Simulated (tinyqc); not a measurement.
Graded p-n junction, non-linear Poisson equation by Newton steps: capacitance and field against bias.

One dimension, p side on the left, n side on the right; net doping C = (Nd - Na)/2 + ((Nd + Na)/2) tanh(x/Lg). The potential psi is counted from the intrinsic level, and the quasi-Fermi potentials are flat: 0 for holes and -V for electrons, so n = ni exp((psi + V)/Vt) and p = ni exp(-psi/Vt) (Boltzmann statistics, full ionisation, no current).

The Poisson equation d/dx(eps0 eps_r dpsi/dx) = -q (p - n + C) is solved on a mesh of more than 1000 nodes that ends in neutral material (psi_p = -Vt ln(Na/ni), psi_n = Vt ln(Nd/ni) - V). C_j = q d/dV of the integral of p over x, from the linearised equation. ni = sqrt(Nc Nv) exp(-Eg/(2 Vt)), Eg in volts. Depletion approximation: Vbi = Vt ln(Na Nd/ni^2), W = sqrt(2 eps0 eps_r (Vbi - V)(1/Na + 1/Nd)/q), xp = W Nd/(Na + Nd), xn = W Na/(Na + Nd), peak field 2 (Vbi - V)/W, capacitance eps0 eps_r/W. The last column applies it to an abrupt Na-Nd junction.

Values chosen for this exercise; band and dielectric values close to those of silicon:
```
symbol,value,unit,meaning
T,300,K,temperature
Eg,1.1,eV,band gap
eps_r,11.7,,relative permittivity
Nc,2.84e19,cm^-3,conduction-band density of states at T
Nv,2.6e19,cm^-3,valence-band density of states at T
Na,3.3e15,cm^-3,acceptor density of the p side
Nd,4.6e15,cm^-3,donor density of the n side
Lg,150,nm,grading length
```

Constants: q = 1.602176634e-19 C, kB = 1.380649e-23 J/K, Vt = kB T/q, eps0 = 8.8541878128e-14 F/cm where lengths are in cm. Results are converted to the units shown.

Result of one run:
```
V (V)  peak |E| (kV/cm)  C_j (nF/cm^2)  1/C_j^2 (cm^4/uF^2)  eps0 eps_r/C_j (nm)  abrupt depletion C (nF/cm^2)
0.1               12.65          16.56                 3646                625.5                         17.15
```

What becomes of these results when the bias of the p side against the n side V is changed from 0.1 to -1.27 V, all else the same?

Result of the changed run:
```
V (V)  peak |E| (kV/cm)  C_j (nF/cm^2)  1/C_j^2 (cm^4/uF^2)  eps0 eps_r/C_j (nm)  abrupt depletion C (nF/cm^2)
-1.27             28.02          8.992              1.237e4                 1152                         9.131
```

The whole series:
```
V (V)  peak |E| (kV/cm)  C_j (nF/cm^2)  1/C_j^2 (cm^4/uF^2)  eps0 eps_r/C_j (nm)  abrupt depletion C (nF/cm^2)
0.1               12.65          16.56                 3646                625.5                         17.15
-0.58             21.39          11.17                 8020                927.7                         11.42
-1.27             28.02          8.992              1.237e4                 1152                         9.131
-1.95             33.49          7.753              1.664e4                 1336                         7.843
-2.63             38.29          6.916              2.090e4                 1498                         6.981
-3.32             42.68          6.295              2.523e4                 1646                         6.344
-4                46.65          5.822              2.950e4                 1779                         5.861
```

With V going from 0.1 to -4 V, C_j falls from 16.6 to 5.82 nF/cm^2 and the peak field rises from 12.6 to 46.6 kV/cm. The slope of 1/C_j^2, read as N = 2/(q eps0 eps_r |slope|), gives 1.87e15 cm^-3 between the first two rows and 1.92e15 cm^-3 between the last two, against Na Nd/(Na + Nd) = 1.92e15 cm^-3; the slopes of all rows agree within 3 %, as for uniform doping at both edges. At the end C_j goes as (Vbi - V)^(-0.49) with Vbi = 0.642 V, and it is 0.65 % below the abrupt depletion formula (at the first row 3.4 % below it).

Numbers from tinyqc (`OMP_NUM_THREADS=1 python tinyqc.py 2000113 2000114 out.jsonl`; about 0.02 s on one thread of a shared Intel Xeon 2.30GHz).
